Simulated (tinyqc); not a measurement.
# Junction parameters from two forward currents

Inverse problem. D(v) = J1 (exp(v/Vt) - 1) + J2 (exp(v/(2 Vt)) - 1). Find J1, J2 and the voltage 2 Vt ln(J2/J1) near which both parts are equal.

Inputs (values chosen for the exercise):
```
symbol  value  unit      meaning
T         358     K  temperature
```

Constants: q = 1.602176634e-19 C, kB = 1.380649e-23 J/K, Vt = kB T/q. Results are converted to the units shown.

junction voltages (V): [0.31, 0.69]
currents (uA/um): [6.7416253e-7, 0.0024363215]

Answer. The current is linear in J1 and J2, so two points give two equations.

J1 = 4.100e-13 uA/um
J2 = 4.400e-9 uA/um
crossover = 0.5726 V

Numbers from tinyqc (`OMP_NUM_THREADS=1 python tinyqc.py 2182215 2182216 out.jsonl`; about 0.2 s on one thread of a shared Intel Xeon 2.30GHz).
